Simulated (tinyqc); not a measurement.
From results back to parameters: sp3s* tight binding. Three cases, with inputs chosen for the exercise.

Problem. For a crystal of one element and without spin-orbit coupling the levels at Gamma are Es -/+ |Vss| and Ep -/+ Vxx, and the upper valence level at X is Ep - Vxy. The levels below come from hidden parameters.

Find: Es, |Vss|, Ep, Vxx, Vxy.

Method. Means give the levels and half the splittings give the couplings; Vxy = Ep - E(X).

Case 1.

s levels at Gamma (eV): -27.3090  18.2350

p levels at Gamma (eV): 0.0180  7.6820

upper valence level at X = -7.8040 eV

Solution.

Es, |Vss|, Ep, Vxx, Vxy (eV): -4.537  22.772  3.850  3.832  11.654

Case 2.

s levels at Gamma (eV): -27.0080  17.8460

p levels at Gamma (eV): 0.0750  7.6770

upper valence level at X = -7.7800 eV

Solution.

Es, |Vss|, Ep, Vxx, Vxy (eV): -4.581  22.427  3.876  3.801  11.656

Case 3.

s levels at Gamma (eV): -12.7100  0.9360

p levels at Gamma (eV): 0.0010  3.2370

upper valence level at X = -3.2880 eV

Solution.

Es, |Vss|, Ep, Vxx, Vxy (eV): -5.887  6.823  1.619  1.618  4.907

Computed by tinyqc, one run a case: `OMP_NUM_THREADS=1 python tinyqc.py N N+1 out.jsonl` with N = 1450110, 1450317, 1450325; one thread of a shared Intel(R) Xeon(R) Processor @ 2.30GHz, about 0.2 s a run at most.
